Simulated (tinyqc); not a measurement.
# Worked calculation: MOSFET in saturation, small-signal circuit and noise

Program tinyqc, `OMP_NUM_THREADS=1 python tinyqc.py 2150008 2150009 out.jsonl`; Intel Xeon 2.30GHz, shared host, one thread, about 0.01 s. Printed values are rounded.

Bias by the inversion coefficient IC = I/Ispec (charge-based model with velocity saturation; weak inversion below 0.1, strong above 10). Common-source circuit: gm, gds, Cgs, Cgd and Cj at the inner nodes, Rg in series with the gate; quasi-static, no source or drain resistance, no gate-body capacitance, no substrate network, no induced gate noise, so fmax is an upper estimate.

Values chosen for this exercise: temperature T = 273 K; gate length L = 65 nm; total gate width W = 5 um; gate capacitance Cox = 1.85 uF/cm^2; mobility mu = 300 cm^2/(V s); slope factor n = 1.23; velocity-saturation length Ls = 20 nm; ratio gds/gm sg = 0.086; overlap and fringe capacitance per side Cov = 0.45 fF/um; drain junction capacitance Cj = 0.42 fF/um; sheet resistance of the gate Rsh = 15 ohm; finger width Wf = 0.5 um; gate contact and vertical resistance Rc = 200 ohm um; inversion coefficient IC = 0.31; short-channel excess of the noise factor gw = 0.04; oxide trap density Nt = 7.4e17 cm^-3 eV^-1; tunnelling length into the oxide lt = 0.1 nm; Coulomb scattering coefficient ac = 0 V s/C; signal frequency f = 2 GHz.

Constants: q = 1.602176634e-19 C, kB = 1.380649e-23 J/K, Vt = kB T/q. Results are converted to the units shown.

Range of the model: fmax exceeds 4 fT, where channel resistance and substrate losses, left out here, would cap it.

## Current, transconductance and gain

Ispec = 2 n mu Cox (W/L) Vt^2, lc = Ls/L, gms = [sqrt((lc IC + 1)^2 + 4 IC) - 1]/[2 + lc (lc IC + 1)], gm = gms Ispec/(n Vt), gds = sg gm.

Ispec = 58.1240 uA
I = 18.0185 uA
gms = 0.240478
gm = 0.483049 mS
gds = 0.0415422 mS
gm/I = 26.8086 1/V

gm/I is 77.6 % of its weak-inversion limit 1/(n Vt); without velocity saturation (lc = 0) gms would be 0.248.

## Capacitances, gate resistance and cut-off frequencies

qs = [sqrt(1 + 4 IC) - 1]/2, Cgs = Cox W L qs (2 qs + 3)/(3 (qs + 1)^2) + Cov W, Cgd = Cov W, Cd = Cj W, Rg = Rsh (Wf/L)/(12 Nf) + Rc/W with Nf = W/Wf fingers (not rounded) contacted at both ends. fT = gm/(2 pi (Cgs + Cgd)), fmax = fT/(2 sqrt(Rg (gds + 2 pi fT Cgd))).

Cgs = 3.36676 fF
Cgd = 2.25 fF
Cd = 2.1 fF
Rg = 40.9615 ohm
fT = 13.6875 GHz
fmax = 69.7479 GHz

Overlap and fringe make up 80.1 % of the gate capacitance; fmax is 5.10 times fT.

## Admittance matrix

Inner admittances at w = 2 pi f: y11 = i w (Cgs + Cgd), y12 = -i w Cgd, y21 = gm - i w Cgd, y22 = gds + i w (Cgd + Cd). Invert to Z, add Rg to Z11 and invert back to Y.

inner y (mS):
```
                    1                   2
1  0.000000+0.070582i  0.000000-0.028274i
2  0.483049-0.028274i  0.041542+0.054664i
```

Y with Rg (mS):
```
                    1                    2
1  0.000204+0.070582i  -0.000082-0.028274i
2  0.482963-0.029671i   0.041577+0.055223i
```

## Current gain and unilateral power gain

|h21| = |Y21/Y11|; U = |Y21 - Y12|^2/(4 [Re Y11 Re Y22 - Re Y12 Re Y21]). Extrapolated at 20 dB a decade: f |h21| and f sqrt(U).

|h21| = 6.85548
U = 1216.19
f |h21| = 13.7110 GHz
f sqrt(U) = 69.7479 GHz

f |h21| is 0.17 % above the formula for fT, and f sqrt(U) within 0.01 % of that for fmax.

## Noise at the gate

Channel noise Sid = 4 kB T gam n gm with gam = (1/2 + (2/3) qs)/(1 + qs) + gw lc IC, qs = [sqrt(1 + 4 IC) - 1]/2, lc = Ls/L (the last term an empirical rise with velocity saturation); at the gate, white noise Sw = Sid/gm^2 + 4 kB T Rg. Number fluctuation with correlated mobility: S(f) = K/f, K = q^2 Vt lt Nt/(W L Cox^2) (1 + ac mu Cox I/gm)^2, Vt in eV with Nt per eV. Corner fc = K/Sw. Full shot noise would be 2 q I.

gam = 0.536971
Sid = 4.81008e-24 A^2/Hz
Sid/(2 q I) = 0.833095
sqrt(Sw) = 4.60782 nV/Hz^0.5
K = 4.01755e-10 V^2
fc = 18.9222 MHz

The gate resistance gives 2.9 % of the white noise power.
